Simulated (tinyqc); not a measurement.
Thickness series: Landau-Devonshire theory of a uniaxial ferroelectric. Computed by tinyqc, a small Python program. Command: `OMP_NUM_THREADS=1 python tinyqc.py 3005255 3005256 out.jsonl ferro walk`. One thread of a shared host (Intel(R) Xeon(R) Processor @ 2.30GHz), about 0.01 s of CPU time with the checks.

G(P) = (alpha/2) P^2 + (beta*/4) P^4 + (gamma/6) P^6 - E P per volume, SI units, one domain, P along the polar axis, which is normal to the film.

Inputs (values chosen for the exercise, for a model ferroelectric): alpha_0 = 736000 J m/(C^2 K); Curie-Weiss temperature T0 = 830 K; beta = -3.26e+08 J m^5/C^4; gamma = 1.5e+09 J m^9/C^6; temperature T = 645 K; misfit strain u_m = -0.0099; electrostriction Q12 = -0.05 m^4/C^2; compliance s11 + s12 = 4.3e-12 m^2/N; film thickness d = 10 nm; screening length lambda = 0.012 nm; background permittivity eps_b = 10; series capacitance C_d = 6.8 microfarad/cm^2.

Sample: epitaxial film.

Constants: eps_0 = 8.8541878128e-12 F/m.

Method:
- alpha = alpha_0 (T - T0*), with clamping: T0* = T0 + 4 Q12 u_m/(alpha_0 (s11 + s12)), beta* = beta + 4 Q12^2/(s11 + s12).
- Ps^2 = [-beta* + sqrt(beta*^2 - 4 alpha gamma)]/(2 gamma).
- chi = 1/(eps_0 G''), G'' = alpha + 3 beta* P^2 + 5 gamma P^4 at Ps. Ps, chi and the coercive field are for perfect screening, without a depolarising field. The intrinsic coercive field is |alpha P + beta* P^3 + gamma P^5| at the P_c where G'' = 0. 1 C/m^2 = 100 microcoulomb/cm^2.
- Between shorted electrodes with screening length lambda each, the depolarising field is -k P, k = 2 lambda/(eps_0 (d + 2 lambda eps_b)), so alpha turns into alpha + k.
- The polar state is the lowest uniform state while alpha + k < 0 (beta* > 0) or < 3 beta*^2/(16 gamma) (beta* < 0); setting the equality gives the critical thickness d_c.
- Domains are left out, though they can pre-empt both the loss of P and the state at P = 0. The second and third columns are for the shorted capacitor, polar only where it is the lowest uniform state: alpha + k < 0 (beta* > 0) or < 3 beta*^2/(16 gamma) (beta* < 0). The last column is another circuit, the film in series with C_d at P = 0: 1/C = (alpha d)/(1 + alpha eps_0 eps_b) + 1/C_d, and P = 0 is locally stable while 1/C > 0; a dash marks the rest.

alpha = -5.96625e+08 J m/C^2

beta* = 1.99958e+09 J m^5/C^4

critical thickness d_c = 4.30319 nm

spontaneous polarisation Ps = 50.1082 microcoulomb/cm^2

Against thickness:
```
d (nm)  P (microcoulomb/cm^2)  depolarising field (MV/m)  C of the stack / C_d
1                       0.000                       0.00                1.0448
2                       0.000                       0.00                1.0937
3                       0.000                       0.00                1.1474
5                      19.637                     101.58                1.2725
8                      35.013                     115.18                1.5213
15                     42.898                      76.30                2.7972
30                     46.682                      41.84                     -
60                     48.434                      21.79                     -
150                    49.448                       8.92                     -
```

The polar state appears between 3 and 5 nm (d_c = 4.30 nm), and at 150 nm P is 98.7 % of Ps. The stack exceeds C_d wherever it is stable, up to 2.80 times: the ferroelectric held at P = 0 acts as a negative capacitance. Caution: the strain shifts T0 by more than 500 K here, which is beyond the range where constant coefficients hold. Caution: far below T0* the expansion with linear alpha(T) is only a fit.

Extremes, crossings and ranges named in words are read from the listed rows.
